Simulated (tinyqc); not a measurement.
What moves the results: Kane-Mele model of a buckled honeycomb layer in a normal field. A value that a table varies takes the place of the one given here.

Sublattices A and B lie at +/-b, so the field gives them the energies +/-D, D = e b Ez (in eV for b in angstrom and Ez in V/angstrom); 2 lam is the gap at zero field. Near the valleys tau = +/-1, for spin sz = +/-1: H = hbar v (tau qx sx + qy sy) + m sz_AB with m = D - tau sz lam, hbar v = (sqrt3/2) a t. On the lattice the spin-orbit term is the second-neighbour hopping i (lam/3 sqrt3) nu sz, nu = +/-1 by the sense of the turn. The filled band of one cone contributes tau sign(m)/2 to the Chern number, in the sense Omega = curl of i<u|grad u>. Rashba terms are left out.

Zigzag ribbon of N chains, sites A1, B1, A2, ...; k in 1/a. Bonds -2t cos(k/2) (A_n to B_n) and -t (B_n to A_(n+1)); diagonal +/-(D + 2 l2 sz sin k) on A and B; A_n to A_(n+1): -2 l2 sz sin(k/2), B_n to B_(n+1): the opposite; l2 = lam/(3 sqrt3).

Constants: kB = 8.617333262e-05 eV/K; hbar^2/2m0 = 3.80998211 eV angstrom^2.

Values chosen for the exercise (of the size used for germanene; the results hold for these values, not for the real material): a = 4.05 angstrom (lattice constant); t = 1.24 eV (hopping); lam = 0.032 eV (spin-orbit half gap); b = 0.34 angstrom (half the buckling height); Ez = 0.17 V/angstrom (normal field at the atoms, after screening; 0.01 is 1 MV/cm, and gates reach some 0.05); N = 16 (chains).

## Edge bands of a zigzag ribbon

The two middle levels for each spin, and the weight of the upper one on the half of the ribbon that holds A1.

Middle levels (meV):

| k/pi | up, lower | up, upper | up, weight | down, lower | down, upper | down, weight |
|---|---|---|---|---|---|---|
| 0.6 | -306.013 | 306.013 | 0.55 | -294.074 | 294.074 | 0.51 |
| 0.7 | -101.782 | 101.782 | 0.84 | -59.551 | 59.551 | 0.69 |
| 0.8 | -79.505 | 79.505 | 1.00 | -36.076 | 36.076 | 1.00 |
| 0.9 | -69.205 | 69.205 | 1.00 | -46.373 | 46.373 | 1.00 |
| 1.0 | -57.789 | 57.789 | 1.00 | -57.789 | 57.789 | 1.00 |
| 1.1 | -46.373 | 46.373 | 1.00 | -69.205 | 69.205 | 1.00 |
| 1.2 | -36.076 | 36.076 | 1.00 | -79.505 | 79.505 | 1.00 |
| 1.3 | -59.551 | 59.551 | 0.69 | -101.782 | 101.782 | 0.84 |
| 1.4 | -294.074 | 294.074 | 0.51 | -306.013 | 306.013 | 0.55 |

From k/pi = 0.8 to 1.2 the upper level stays on one edge and the spacing of the pair is at least 72.15 meV. D > lam, so the edge bands need not cross: each leaves and rejoins the same bulk band. At k = pi the levels are -57.789 and 57.789 meV, with D = 57.800 meV and lam = 32 meV.

## Closing and reopening the gap

Ez = f lam/b. Gap 2 |D - lam|, second gap 2 (D + lam), Z2 index, and the temperature at which kB T equals the gap.

Against field:

| f | Ez (V/angstrom) | gap (meV) | second gap (meV) | Z2 | gap/kB (K) |
|---|---|---|---|---|---|
| 0.00 | 0 | 64.000 | 64.000 | 1 | 742.7 |
| 0.25 | 0.0235 | 48.000 | 80.000 | 1 | 557.0 |
| 0.50 | 0.0471 | 32.000 | 96.000 | 1 | 371.3 |
| 0.75 | 0.0706 | 16.000 | 112.000 | 1 | 185.7 |
| 0.90 | 0.0847 | 6.400 | 121.600 | 1 | 74.3 |
| 1.10 | 0.104 | 6.400 | 134.400 | 0 | 74.3 |
| 1.50 | 0.141 | 32.000 | 160.000 | 0 | 371.3 |
| 2.00 | 0.188 | 64.000 | 192.000 | 0 | 742.7 |
| 3.00 | 0.282 | 128.000 | 256.000 | 0 | 1485.4 |

The gap closes at Ez = 0.09412 V/angstrom, 9.41 MV/cm at the atoms (the applied field must be larger by the screening), and is back at its zero-field size at twice that. At zero field it is 64.0 meV, above kB T at 300 K (25.9 meV).

## What each parameter does

Smaller and larger gap, hbar v, and the mass 2c|m|/(hbar v)^2 at the smaller gap, c = hbar^2/2m0. Each row changes one parameter from the base and keeps the others.

Results:

| case | smaller gap (meV) | larger gap (meV) | hbar v (eV angstrom) | mass (m0) |
|---|---|---|---|---|
| base | 51.600 | 179.600 | 4.3492 | 0.01039 |
| a = 4.455 angstrom | 51.600 | 179.600 | 4.7841 | 0.00859 |
| t = 1.364 eV | 51.600 | 179.600 | 4.7841 | 0.00859 |
| lam = 0.0352 eV | 45.200 | 186.000 | 4.3492 | 0.00910 |
| Ez = 0.187 V/angstrom | 63.160 | 191.160 | 4.3492 | 0.01272 |

The largest shifts from the base row, up to three for each result and ties (the steps differ in size, so this ranks the rows, not the parameters). smaller gap (meV): Ez +11.560, lam -6.400; unchanged at the printed digits by a and t. larger gap (meV): Ez +11.560, lam +6.400; unchanged at the printed digits by a and t. hbar v (eV angstrom): t +0.4349, a +0.4349; unchanged at the printed digits by lam and Ez. mass (m0): Ez +0.00233, t -0.00180, a -0.00180.

(tinyqc, `OMP_NUM_THREADS=1 python tinyqc.py 1480706 1480707 out.jsonl`, Intel(R) Xeon(R) Processor @ 2.30GHz, 1 thread, shared host, about 0.01 s.)
